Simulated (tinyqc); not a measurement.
Raman shift of the zone-centre optical phonon of a diamond-structure crystal under stress: one step, computed by the program tinyqc. Command: `OMP_NUM_THREADS=1 python tinyqc.py 3013547 3013548 out.jsonl ramanstress walk`. One thread of a shared host (Intel(R) Xeon(R) Processor @ 2.30GHz), about 0.01 s of CPU time with the checks.

Axes x, y, z are the cube axes. Strain shifts the threefold optical mode and can split it; p, q and r are the phonon deformation potentials.

Question. The line seen from a (001) surface. Backscattering from a (001) surface: incident polarisation (cos phi, sin phi, 0). With Raman tensors (R_z)_xy = (R_z)_yx = 1 and cyclic, only the z component u_z of a mode counts: I = u_z^2 sin^2(2 phi) for parallel and u_z^2 cos^2(2 phi) for crossed polarisers. An unresolved line sits at the intensity-weighted shift, which is M_zz/(2 omega_0).

Inputs (values chosen for the exercise, for a model crystal): stress sigma (tension positive) = -0.13 GPa; polarisation angle phi = 75 degree.

Stress state: hydrostatic. Axis: none.

M/(2 omega_0) (1/cm):
```
          x         y         z
x  1.189977  0.000000  0.000000
y  0.000000  1.189977  0.000000
z  0.000000  0.000000  1.189977
```

Give: total intensity, parallel; total intensity, crossed; shift of the observed line; shift per stress; stress per shift.

Answer.

total intensity, parallel = 0.25

total intensity, crossed = 0.75

shift of the observed line = 1.1900 1/cm

shift per stress = -9.1537 1/(cm GPa)

stress per shift = -109.25 MPa cm

The z-polarised mode is an eigenmode here, so one line is seen. Caution: this stress has components normal to the (001) face, so it cannot reach a free (001) surface; it can act on buried material.
